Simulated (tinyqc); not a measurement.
# Worked calculation: a discretised effective-mass wire between two leads, recursive Green functions

Program tinyqc, `OMP_NUM_THREADS=1 python tinyqc.py 2660133 2660134 out.jsonl`; Intel Xeon 2.30GHz, shared host, one thread, about 0.03 s. Printed values are rounded.

Finite differences on a grid of step a give a chain with hopping -t, t = C/(m a^2), C = hbar^2/(2 m0), and site energies 2 t + U_i for the N = 8 sites of the device; the semi-infinite leads have site energy 2 t. Each slice is one site, and V = -t couples neighbouring slices.

Inputs (values chosen for the exercise): effective mass m = 0.041 m0; grid step a = 1.7 nm; potential on the sites 1 to N U = [0.24, 0.24, 0, 0, 0, 0, 0.24, 0.24] eV; energy above the band bottom of the leads E = 0.197 eV.

Constants: q = 1.602176634e-19 C, hbar = 1.054571817e-34 J s, h = 6.62607015e-34 J s, m0 = 9.1093837015e-31 kg, hbar^2/(2 m0) = 0.0380998212 eV nm^2. Results are converted to the units shown.

## Self-energy of the leads

Sigma = t^2 g(E - 2 t), g(x) = (x - i sqrt(4 t^2 - x^2))/(2 t^2) for |x| < 2 t and (x - sign(x) sqrt(x^2 - 4 t^2))/(2 t^2) otherwise; Gamma = i (Sigma - Sigma^dagger); both leads give the same.

t = 0.3215446 eV
Sigma = -0.2230446-0.2316075i eV
Gamma = 0.4632150 eV
open modes = 1

## Forward pass

Forward pass: g_1 = (E - H_1 - Sigma)^(-1), g_i = (E - H_i - V g_(i-1) V^dagger)^(-1), with Sigma also subtracted on the last slice; G_(i,1) = g_i V G_(i-1,1), starting from g_1. H_i is the block of slice i, its site energy.

```
site,g_i (1/eV),"G_(i,1) of the forward pass (1/eV)"
1,-1.72744-0.86404i,-1.727441-0.864038i
2,-1.91127-0.33644i,-0.968139-0.717879i
3,-3.94709-0.55256i,-1.101183-1.083118i
4,-8.07141-12.13597i,1.368683-7.108134i
5,0.22514-0.72728i,1.563173+0.834639i
6,-2.07722-0.33278i,0.954764+0.724735i
7,-2.11044-0.15406i,0.612002+0.539102i
8,-2.01979-2.04199i,0.043496+0.751956i
```

## Transmission

G_(N,1) = 0.0434963+0.7519557i 1/eV

T(E) = Tr[Gamma G_(N,1) Gamma G_(N,1)^dagger]. Conductance (2 q^2/h) T(E).

T(E) = 0.1217308
conductance = 9.431814 uS

Inverting the whole matrix gives the same value.

## Backward pass

Backward pass: G_NN = g_N, G_ii = g_i + g_i V^dagger G_(i+1,i+1) V g_i; local density of states -Im G_ii/pi on each site.

```
site,G_ii (1/eV),local density of states (1/eV)
1,-2.019788-2.041991i,0.6499861
2,-2.898304-1.225177i,0.3899858
3,-3.161890-1.279598i,0.4073088
4,0.338157-0.556952i,0.1772832
5,0.338157-0.556952i,0.1772832
6,-3.161890-1.279598i,0.4073088
7,-2.898304-1.225177i,0.3899858
8,-2.019788-2.041991i,0.6499861
```

A site of an infinite clean chain has 1/(pi sqrt(4 t^2 - x^2)) = 0.687 1/eV at this energy (x counted from the band centre); the device goes from 0.177 (site 4) to 0.650 (site 8).

## States fed from the left, and the bond current

The full first column follows backwards from c_N = G_(N,1): c_i = G_(i,1)(forward) + g_i V^dagger c_(i+1). The density of states fed by the left lead is Gamma |c_i|^2/(2 pi), and the current on bond i is 2 t Gamma Im(c_(i+1) conj(c_i)) in units of T(E).

```
site,c_i (1/eV),density fed from the left (1/eV)
1,-2.019788-2.041991i,0.6081609
2,-1.269474-1.485750i,0.2815494
3,-0.688927-1.128198i,0.1288272
4,0.313704-0.079435i,0.0077203
5,1.124139+1.017995i,0.1695629
6,1.245850+1.491733i,0.2784816
7,0.604269+1.051534i,0.1084364
8,0.043496+0.751956i,0.0418252
```

```
bond,bond current
1,0.1217308
2,0.1217308
3,0.1217308
4,0.1217308
5,0.1217308
6,0.1217308
7,0.1217308
```

The bond current is the same on every bond and equals T(E): the current is conserved.
